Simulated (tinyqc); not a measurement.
Worked calculation: a particle near a wafer in liquid: double-layer and van der Waals forces (DLVO), deposition barrier and removal. Computed by tinyqc, a small Python program that keeps every step. Command: `OMP_NUM_THREADS=1 python tinyqc.py 3111440 3111441 out.jsonl dlvo walk`. One thread of a shared host (Intel(R) Xeon(R) Processor @ 2.30GHz), about 0.01 s of CPU time with the checks. Intermediate numbers are printed to about 6 digits and carried at full precision; extremes and crossings named in words are read from the listed rows.

Sphere and flat wall, Derjaguin approximation, constant potentials in the linear-superposition form, no retardation and no hydration force.

Inputs (values chosen for the exercise, of the order of those for alumina on silica in water):
```
quantity                             value   unit
particle radius R                      280     nm
Hamaker constant A                 1.3e-20      J
potential of the particle psi_1        -52     mV
potential of the wafer psi_2           -44     mV
salt concentration c                  0.17  mol/L
valence z of the symmetric salt          1      -
temperature T                          343      K
dielectric constant of the liquid     63.7      -
gap h                                  4.3     nm
contact distance h0                    0.4     nm
contact radius over R                 0.19      -
viscosity                             0.84  mPa s
```

Constants: e = 1.602176634e-19 C; N_A = 6.02214076e+23 1/mol; eps_0 = 8.8541878128e-12 F/m; k_B = 1.380649e-23 J/K; k_B = 8.617333262e-05 eV/K.

## Screening

kappa^2 = 2 z^2 e^2 N_A (1000 c)/(eps eps_0 k_B T); gamma_i = tanh(z e psi_i/(4 k_B T)); Z = 64 pi eps eps_0 (k_B T/(z e))^2 gamma_1 gamma_2.

kappa = 1.40279 1/nm

Debye length = 0.712865 nm

gamma_1 = -0.413496

gamma_2 = -0.355877

Z = 14.5788 pN

kappa R = 392.781

Like signs: the double layers repel.

## Energy and force at one gap

U(h) = Z R exp(-kappa h) - A R/(6 h); F(h) = -dU/dh = kappa Z R exp(-kappa h) - A R/(6 h^2), positive for repulsion.

double-layer energy = 2.06939 k_B T

van der Waals energy = -29.7923 k_B T

U(h) = -27.7229 k_B T

F(h) = -19.0634 pN

## The curve

The formulas are those given above.

Against the gap:
```
h (nm)  kappa h  U (k_B T)        F (pN)
0.4      0.5611    171.562  -5.24403e+02
0.6      0.8417    157.998   7.82782e+02
1.0      1.4028     83.866   8.01487e+02
1.5      2.1042     19.711   4.28664e+02
2.5      3.5070    -25.394   7.46507e+01
4.0      5.6112    -28.875  -1.69766e+01
7.0      9.8195    -18.254  -1.20696e+01
12.0    16.8335    -10.676  -4.21268e+00
20.0    28.0558     -6.405  -1.51667e+00
40.0    56.1116     -3.203  -3.79167e-01
```

Caution: in rows with kappa h below 1 linear superposition is only rough.

## Barrier and secondary minimum

F = 0 reads x^2 exp(-x) = y with x = kappa h and y = A kappa/(6 Z); the left side peaks at x = 2 with 4/e^2 = 0.5413, so roots exist for smaller y: x < 2 is the barrier, x > 2 the secondary minimum.

y = 0.208479

position of the barrier = 0.444599 nm

barrier height = 173.861 k_B T

position of the secondary minimum = 3.30437 nm

energy at the secondary minimum = -30.4052 k_B T

A barrier above 15 k_B T practically stops deposition. The secondary minimum is deep enough to hold particles loosely.

## Critical salt concentration

The barrier height is zero when U = 0 and F = 0 together: kappa h = 1 and kappa = 6 Z/(e A), e = 2.718282 here; c follows from kappa^2, with the potentials held fixed.

critical kappa = 2.47535 1/nm

critical concentration = 0.529343 mol/L

## Adding salt

kappa scales as sqrt(c); potentials are held fixed. A dash marks rows without a maximum.

Against the concentration:
```
c (mol/L)  Debye length (nm)  barrier at (nm)  barrier (k_B T)  minimum at (nm)  minimum (k_B T)
5.29e-05             40.4114          2.52856          759.047      4.14722e+02     -2.78799e-01
5.29e-04             12.7792          1.45908          681.185      1.12518e+02     -1.00923e+00
5.29e-03              4.0411          0.86222          547.796      2.93815e+01     -3.76044e+00
2.65e-02              1.8055          0.61402          404.859      1.10509e+01     -9.69839e+00
1.06e-01              0.9028          0.47706          239.632      4.54835e+00     -2.25752e+01
2.65e-01              0.5710          0.42126          108.069      2.41557e+00     -4.04984e+01
4.76e-01              0.4260          0.40452           16.834      1.54794e+00     -5.99828e+01
7.94e-01              0.3299          0.41590          -63.726      9.84090e-01     -8.65441e+01
1.59e+00              0.2331                -                -                -                -
```

At low salt the barrier tends to Z R = 862 k_B T; it is half of that between 0.0053 and 0.026 mol/L and changes sign at 0.53 mol/L, while the secondary minimum deepens to -60 k_B T at 0.9 of that.

## Removing an attached particle

Adhesion F_a = A R/(6 h0^2) [1 + a^2/(R h0)] - kappa Z R exp(-kappa h0), a the contact radius. Drag in a shear flow F_d = 1.7 x 6 pi mu R^2 G, acting at 1.4 R; rolling starts when 1.4 R F_d = a F_a. Wall shear stress = mu G.

van der Waals adhesion = 99607.1 pN

net adhesion F_a = 96339.8 pN

wall shear stress for rolling = 5204.34 Pa

shear rate G = 6.19564e+06 1/s

Checks made by the program: force against a difference of U (relative difference below 1e-10).
